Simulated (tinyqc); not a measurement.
Worked calculation: metal-induced gap states at the contact of a metal chain and a two-band chain. Values are carried at full precision from step to step, so a last printed digit may differ when a step is redone from the rounded ones.

The semiconductor alternates sites A at -Eg/2 and C at +Eg/2 with hopping -t; the gap runs from -Eg/2 to Eg/2. In the gap cosh(q a) = 1 + (Eg^2/4 - E^2)/(2 t^2) and the amplitude changes by -exp(-q a) a period. The metal has site energy 0 and hopping -tm; its end site has g_m = (E - i sqrt(4 tm^2 - E^2))/(2 tm^2). Sites 1, 2, ... count into the semiconductor, with energies e1, e2 alternating. The clean half chain has g1 = 1/(E - e1 - t^2 g2), g2 = 1/(E - e2 - t^2 g1), decaying root. With the contact G11 = 1/(1/g1 - tc^2 g_m), and the density on site j is -Im G_jj/pi = |psi_j/psi_1|^2 (-Im G11/pi), per spin, with psi_2/psi_1 = -t g2, psi_3/psi_2 = -t g1.

Constants: e^2/(4 pi eps0) = 14.39964547 eV angstrom.

Inputs chosen for the exercise (gap and optical dielectric constant near those of SiO2; the chain itself is a model; the results hold for these values, not for the real material): Eg = 9.49 eV (gap); t = 2.84 eV (hopping in the semiconductor); a = 3.1 angstrom (period (two sites); one chain for each area a^2); E = -1.45 eV (energy from mid-gap); tm = 3.8 eV (hopping in the metal); tc = 1.93 eV (hopping across the contact); end = C (site that touches the metal); eps = 2.2 (dielectric constant).

## Decay in the gap

Form cosh(q a), l = exp(-q a), q and the decay length 1/(2q) of the density.

cosh(q a) = 2.26541
l = 0.23266
q = 0.47038 1/angstrom
xi, the decay length of the density = 1.063 angstrom

## Green functions

The decaying root is g1 = (1 - l)/(E - e1), g2 = (1 - l)/(E - e2), l = exp(-q a). Form them, g_m and G11.

g1, g2 (1/eV): -0.12386  0.23288

g_m = -0.05021-0.25832i 1/eV
G11 = -0.12494-0.01524i 1/eV

## Density site by site

D1 = -Im G11/pi, D2 = (t g2)^2 D1, and each further period multiplies by l^2. The sum over all sites is (D1 + D2)/(1 - l^2). The Green functions stand in the order g1, g2.

density on sites 1 to 8 (1/eV): 0.00485  0.00212  0.00026  0.00011  0.00001  0.00001  0.00000  0.00000

Ds, the density per spin summed over the semiconductor = 0.00737 1/eV

The first period holds 95 % of the gap states at this energy.

## Pinning factor

Gap states per area N = 2 Ds/a^2 (two spins). Charge in them sits a distance xi from the metal, so S = 1/(1 + 4 pi e^2 N xi/eps), e^2 meaning e^2/(4 pi eps0); S is the change of the barrier per change of the metal work function.

N = 1.535e+13 1/(eV cm^2)
4 pi e^2 N xi/eps = 0.1342
S = 0.8817

Weak pinning, nearer the Schottky limit S = 1.

## Checks

- g1 from the closed form against decimation: both -0.123865.

Program tinyqc; command `OMP_NUM_THREADS=1 python tinyqc.py 1450621 1450622 out.jsonl`; about 0.01 s on one thread of a shared Intel(R) Xeon(R) Processor @ 2.30GHz.
